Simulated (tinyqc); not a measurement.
From results back to parameters: image-charge renormalisation of a gap near a dielectric or metal. Five cases, with inputs chosen for the exercise.

Problem. A small molecule or defect in vacuum at height z above the image plane of a substrate has both its electron and hole levels stabilised by (e^2/4 pi eps0)(es - 1)/((es + 1) 4 z), so its gap shrinks by twice that. The reduced gap is given.

Constants: e^2/(4 pi eps0) = 14.39964547 eV angstrom.

Case 1.

Values chosen: E0 = 5.49 eV (quasiparticle gap far from the surface); es = 4.5 (dielectric constant of the substrate (1e4: a metal)).

gap near the surface = 4.90260 eV

Case 2.

Values chosen: E0 = 5.33 eV (quasiparticle gap far from the surface); es = 11.7 (dielectric constant of the substrate (1e4: a metal)).

gap near the surface = 4.54221 eV

Case 3.

Values chosen: E0 = 4.58 eV (quasiparticle gap far from the surface); es = 4.5 (dielectric constant of the substrate (1e4: a metal)).

gap near the surface = 3.19160 eV

Case 4.

Values chosen: E0 = 6.47 eV (quasiparticle gap far from the surface); es = 11.7 (dielectric constant of the substrate (1e4: a metal)).

gap near the surface = 5.76465 eV

Case 5.

Values chosen: E0 = 6.32 eV (quasiparticle gap far from the surface); es = 2.3 (dielectric constant of the substrate (1e4: a metal)).

gap near the surface = 5.53214 eV

Find: reduction; (es - 1)/(es + 1); z.

Solution. z = (e^2/4 pi eps0)(es - 1)/((es + 1) 2 x reduction). Local and hybrid functionals miss this shift, since it is a non-local correlation effect.

Case 1.

reduction = 0.5874 eV
(es - 1)/(es + 1) = 0.6364
z = 7.80 angstrom

Case 2.

reduction = 0.7878 eV
(es - 1)/(es + 1) = 0.8425
z = 7.70 angstrom

Case 3.

reduction = 1.3884 eV
(es - 1)/(es + 1) = 0.6364
z = 3.30 angstrom

Case 4.

reduction = 0.7053 eV
(es - 1)/(es + 1) = 0.8425
z = 8.60 angstrom

Case 5.

reduction = 0.7879 eV
(es - 1)/(es + 1) = 0.3939
z = 3.60 angstrom

Computed by tinyqc, one run a case: `OMP_NUM_THREADS=1 python tinyqc.py N N+1 out.jsonl` with N = 1851190, 1851201, 1851245, 1851249, 1851262; one thread of a shared Intel(R) Xeon(R) Processor @ 2.30GHz, about 0.03 s a run at most.
